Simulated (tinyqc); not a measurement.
What each parameter does: ellipsoidal valleys in the axes of a wafer and a channel.

Valleys with axes a along [111], [1-1-1], [-11-1] and [-1-11], one whole valley each; inverse mass tensor w = 1/mt + (1/ml - 1/mt) a a. Device axes: z = nz/|nz|, x = nx/|nx|, y = z cross x; in them a = (ax, ay, az). Confinement mass mz = 1/w_zz. In the plane w_ij is replaced by u_ij = w_ij - w_iz w_jz/w_zz (i, j = x, y); density-of-states mass md = 1/sqrt(det u); conductivity mass along x mc = 1/u_xx; ballistic transport mass mx = u_yy/det u, width mass my = 1/u_yy.

Hard walls: E_n = c (n pi/t)^2/mz, c = hbar^2/2m0, n = 1, 2, 3. Non-degenerate share of a valley proportional to md sum_n exp(-E_n/kT); mean 1/mc = sum of share/mc. 1 nm = 10 angstrom.

Constants: hbar^2/2m0 = 3.80998211 eV angstrom^2; kB = 8.617333262e-05 eV/K.

Values chosen for the exercise (near those of the L valleys of GaAs; shifted at random, so the results belong to these values and not to a real crystal):
- ml = 1.914 m0 (longitudinal mass)
- mt = 0.075 m0 (transverse mass)
- nz = (1, 0, 0) (surface normal (confinement))
- nx = (0, 1, 1) (channel direction)
- t = 8.5 nm (thickness of the film)
- T = 77 K (temperature)

Lowest E1, its share and the mean conductivity mass. Each row changes one parameter from the base and keeps the others.

Results:

| case | lowest E1 (meV) | share | mean mc (m0) |
|---|---|---|---|
| base | 47.17 | 1.0000 | 0.1418 |
| ml = 2.105 m0 | 47.09 | 1.0000 | 0.1425 |
| mt = 0.083 m0 | 42.71 | 1.0000 | 0.1561 |
| t = 9.35 nm | 38.98 | 1.0000 | 0.1418 |
| T = 84.7 K | 47.17 | 1.0000 | 0.1418 |

The largest shifts from the base row, up to three for each result and ties (the steps differ in size, so this ranks the rows, not the parameters). lowest E1 (meV): t -8.19, mt -4.46, ml -0.08; unchanged at the printed digits by T. share: unchanged at the printed digits by ml, mt, t and T. mean mc (m0): mt +0.0142, ml +0.0007; unchanged at the printed digits by t and T.

tinyqc: `OMP_NUM_THREADS=1 python tinyqc.py 1850856 1850857 out.jsonl`; about 0.01 s, one thread, shared Intel(R) Xeon(R) Processor @ 2.30GHz.
